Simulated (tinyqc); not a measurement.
Inside a calculation. Method: RHF in the sto-3g basis, for H6, spin multiplicity 1. One step of it, computed by the program tinyqc.

Task: Iteration 2: diagonalisation and new density. Diagonalise F' = X^T F X, C = X C', fill 3 alpha and 3 beta electrons from the bottom; D = 2 C_occ C_occ^T. Each column has its largest component positive (the first on a tie).

Fock matrix F (hartree), lower triangle:
```
           1H 1s      2H 1s      3H 1s      4H 1s      5H 1s      6H 1s
1H 1s  -0.304008
2H 1s  -0.543627  -0.436722
3H 1s  -0.215741  -0.477123  -0.448262
4H 1s  -0.032965  -0.215693  -0.561636  -0.447903
5H 1s  -0.003258  -0.047066  -0.215355  -0.476504  -0.436344
6H 1s  -0.011057  -0.003265  -0.032909  -0.215412  -0.543593  -0.303996
```

X, lower triangle:
```
           1H 1s      2H 1s      3H 1s      4H 1s      5H 1s     6H 1s
1H 1s   1.186527
2H 1s  -0.428464   1.388604
3H 1s   0.085280  -0.453335   1.407186
4H 1s  -0.018000   0.095969  -0.487491   1.406592
5H 1s   0.004416  -0.018130   0.095879  -0.452560   1.387981
6H 1s  -0.001170   0.004420  -0.018001   0.085179  -0.428340  1.186496
```

Give: F' = X^T F X; orbital energies; coefficients C; D after iteration 2.

Result:

F' = X^T F X (hartree), lower triangle:
```
         1        2        3        4        5       6
1   0.0323
2  -0.5874   0.1640
3   0.0936  -0.5202   0.1770
4   0.0073   0.1061  -0.6434   0.1767
5   0.0080  -0.0196   0.1061  -0.5194   0.1637
6  -0.0169   0.0080   0.0072   0.0936  -0.5873  0.0322
```

orbital energies (hartree): MO1 -0.7384, MO2 -0.5869, MO3 -0.3473, MO4 0.3062, MO5 0.7789, MO6 1.3334

coefficients C:
```
          MO1      MO2      MO3      MO4      MO5      MO6
1H 1s  0.1493  -0.3336   0.4728   0.6676  -0.7405   0.4979
2H 1s  0.2652  -0.4116   0.2718  -0.3732   0.9733  -0.9626
3H 1s  0.3564  -0.1434  -0.4419  -0.5918  -0.4073   1.2574
4H 1s  0.3560   0.1439  -0.4422   0.5920  -0.4085  -1.2560
5H 1s  0.2644   0.4122   0.2715   0.3732   0.9744   0.9603
6H 1s  0.1489   0.3341   0.4724  -0.6673  -0.7415  -0.4968
```

D after iteration 2, lower triangle:
```
         1H 1s    2H 1s    3H 1s    4H 1s   5H 1s   6H 1s
1H 1s   0.7141
2H 1s   0.6108   0.6272
3H 1s  -0.2158   0.0668   0.6858
4H 1s  -0.4078  -0.1700   0.6033   0.6859
5H 1s   0.0607  -0.0515  -0.1697   0.0667  0.6271
6H 1s   0.2682   0.0607  -0.4072  -0.2156  0.6108  0.7140
```
